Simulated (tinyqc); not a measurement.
Incorporation against temperature: precursor delivery by bubblers, mass-transport growth and the solid composition of a III-V alloy. Computed by tinyqc, a small Python program. Command: `OMP_NUM_THREADS=1 python tinyqc.py 3014105 3014106 out.jsonl movpe_thermo walk`. One thread of a shared host (Intel(R) Xeon(R) Processor @ 2.30GHz), about 0.01 s of CPU time with the checks.

1 sccm = 44.615 micromol/min; 1 torr = 133.322 Pa. The sources decompose fully at the surface.

Inputs (values chosen for the exercise, modelled on triethylgallium (source 1) and trimethylindium (source 2) for the vapour pressures): bath temperature T1 = 297 K; bath temperature T2 = 295 K; bubbler pressure p_b = 1400 torr; carrier flow F1 = 93 sccm; carrier flow F2 = 92 sccm; total flow F_t = 4.4 slm; group-V flow F_V = 48 sccm; reactor pressure p = 40 torr; growth temperature T = 950 K; diffusivity at 273 K and 760 torr = 0.49 cm^2/s; flow cross-section A = 44 cm^2; distance from the leading edge z = 6.3 cm; lattice constant a = 5.79 angstrom; interaction L0 of the solid = 11.2 kJ/mol; log10 of p_B,eq over pure BC at 1000 K and 1 torr of group V (exaggerated: liquid indium has about -4.1) = -3.8 log10 torr; enthalpy of that equilibrium H = 393 kJ/mol.

Alloy: mixing on the group-III sites, with desorption of B.

constants a, b of source 1 (log10 torr, K): [8.092, 2162]

constants a, b of source 2 (log10 torr, K): [10.56, 3014]

Constants: k_B = 1.380649e-23 J/K; R = 8.314462618 J/(mol K).

Method:
- log10 p_v = a - b/T_bath; molar flow = F x 44.615 x p_v/(p_b - p_v) for a saturated bubbler.
- p_i = p n_i/(44615 F_t), F_t in slm; p_V = p F_V/(1000 F_t), counted per molecule supplied; V/III = 44.615 F_V/(n1 + n2); vapour fraction of source 2 = n2/(n1 + n2).
- Mean velocity u = (F_t/A)(760/p)(T/273); D = D0 (T/273)^1.75 (760/p); boundary layer delta = sqrt(pi D z/u); flux = D dp/(delta k_B T); growth rate = flux x a^3/4.
- A sticks fully. B desorbs: its surface pressure is p_B* = x gamma_B K/sqrt(p_V), ln gamma_B = L0 (1 - x)^2/(R T), K = 10^(log10 K at 1000 K) exp[-(H/R)(1/T - 1/1000)], p_V in torr. With equal diffusivities x = (p_2 - p_B*)/(p_1 + p_2 - p_B*). Growth rate = rate per torr x p_1/(1 - x).

p_2 = 0.00131826 torr

K/sqrt(p_V) = 1.99372e-05 torr

p_V = 0.436364 torr

vapour fraction of source 2 = 0.250693

p_1 = 0.00394022 torr

At fixed flows:
```
T (K)  K/sqrt(p_V) (torr)        x  share of B incorporated, 1 - p_B*/p_2
920            3.9359e-06  0.25037                                0.99830
955            2.5870e-05  0.24865                                0.98918
987            1.2874e-04  0.24086                                0.94835
1011           4.0126e-04  0.22120                                0.84893
1037           1.2957e-03  0.16640                                0.59665
1063           3.9508e-03  0.08371                                0.27305
1093           1.3388e-02  0.02808                                0.08637
1135           6.6330e-02  0.00604                                0.01817
```

What follows from these numbers?

x equals the vapour fraction 0.251 while gamma_B K/sqrt(p_V) is small against p_1 + p_2 = 0.0053 torr and falls once it is not. Between the last rows the apparent energy R d ln x/d(1/T) is 377 kJ/mol, against H = 393. Caution: the boundary layer is a quarter or more of the root of the cross-section, so it fills much of the channel and depletion along the flow matters.

Extremes, crossings and ranges named in words are read from the listed rows.
